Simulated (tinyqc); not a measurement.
# Chemical vapour deposition: Grove model, boundary layer, depletion and step coverage, step by step

A worked calculation. Computed by tinyqc, a small Python program that keeps every step. Command: `OMP_NUM_THREADS=1 python tinyqc.py 3022985 3022986 out.jsonl cvd walk`. One thread of a shared host (Intel(R) Xeon(R) Processor @ 2.30GHz), about 0.01 s of CPU time with the checks. Intermediate numbers are printed to about 6 digits and carried at full precision; extremes and crossings named in words are read from the listed rows.

A precursor diffuses to the surface and reacts there at first order; each molecule that reacts adds one formula unit of film.

Inputs (values chosen for the exercise, close to those used for silicon nitride (counted as SiN4/3)): prefactor k0 of k_s = 7.2e+08 cm/s; activation energy E = 1.85 eV; temperature T = 800 C; total pressure p = 0.3 torr; mole fraction of the precursor Y = 0.094; gas diffusivity D0 at 273.15 K and 760 torr = 0.46 cm^2/s; film density N = 4e+22 formula units/cm^3; precursor mass M = 101 u; trench width w = 0.98 um; aspect ratio of the trench = 5.2; wafer radius R = 7.5 cm; wafer spacing s = 1.1 cm.

Reactor: wafer stack, low pressure.

Constants: k_B = 1.380649e-23 J/K; u = 1.6605390666e-27 kg; k_B = 8.617333262e-05 eV/K.

## Gas-phase and surface constants

k_s = k0 exp(-E/(k_B T)); C_g = Y p/(k_B T), 1 torr = 133.322 Pa; D = D0 (T/273.15)^1.75 (760/p). Temperatures in kelvin are T(C) + 273.15. Mean speed c = sqrt(8 k_B T/(pi M)); reactive sticking probability beta = 4 k_s/c.

surface rate constant k_s = 1.47664 cm/s

precursor density C_g = 2.53751e+14 1/cm^3

gas diffusivity D = 12776.3 cm^2/s

mean speed c = 47430.4 cm/s

sticking probability beta = 1.24531e-04

## Uniformity across a wafer

Between two wafers the gas diffuses inward and reacts on both faces: (D/r) d/dr (r dC/dr) = 2 k_s C/s, so C(r)/C_g = I0(phi r/R)/I0(phi) with phi^2 = 2 k_s R^2/(s D); G(r) = k_s C(r)/N, 1 cm/s = 6e8 nm/min; the mean over the wafer is eta = 2 I1(phi)/(phi I0(phi)).

Thiele modulus phi = 0.108721

growth rate G at the edge = 5.62047 nm/min

rate at the centre over rate at the edge = 0.997051

effectiveness eta = 0.998525

The centre lags the edge by 0.29 %; for small phi the lag is phi^2/4 = 0.30 %. Caution: the mean free path 3D/c is comparable with or larger than the wafer spacing, where wall collisions cap D near (2s) c/3 and the lag is larger than computed.

## Pressure and uniformity

The formulas are those given above.

Effect of the total pressure at fixed Y:
```
p (torr)   D (cm^2/s)      phi  centre/edge  G at the edge (nm/min)
0.05      7.66576e+04  0.04439     0.999508             9.36745e-01
0.1       3.83288e+04  0.06277     0.999016             1.87349e+00
0.3       1.27763e+04  0.10872     0.997051             5.62047e+00
1         3.83288e+03  0.19850     0.990222             1.87349e+01
3         1.27763e+03  0.34381     0.971091             5.62047e+01
10        3.83288e+02  0.62770     0.908302             1.87349e+02
30        1.27763e+02  1.08721     0.758685             5.62047e+02
100       3.83288e+01  1.98497     0.443292             1.87349e+03
```

D scales as 1/p and phi as sqrt(p), while the edge rate grows as p. The centre stays within 5 % of the edge up to 3 torr: low pressure trades rate for uniformity and lets wafers stand close together. Caution: first-order rates above 1000 nm/min in the high-pressure rows are an extrapolation not met in practice. Caution: at the lowest pressures the mean free path exceeds the wafer spacing, so D stops growing as 1/p.

## Step coverage in a trench

In a long trench of width w and depth l = aspect ratio x w: Knudsen diffusivity D_K = (2w) c/3 (hydraulic diameter 2w), combined as 1/D_e = 1/D_K + 1/D; D_e d2C/dz2 = 2 k_s C/w with D_e dC/dz = -k_s C at the floor. With m = sqrt(2 k_s/(w D_e)): C(floor)/C(top) = 1/[cosh(m l) + (k_s/(D_e m)) sinh(m l)].

Knudsen diffusivity D_K = 3.09879 cm^2/s

effective diffusivity D_e = 3.09803 cm^2/s

modulus m l = 0.0502603

step coverage = 0.998496

Wall collisions limit transport in the trench; then m l = aspect ratio x sqrt(3 beta)/2, 0.0503, whatever the width. Coverage is nearly conformal. Caution: the hydraulic-diameter form of D_K is rough for a slit.

Checks made by the program: effectiveness against direct integration (relative difference below 1e-10); step coverage against a numerical boundary-value solution (relative difference below 1e-10).
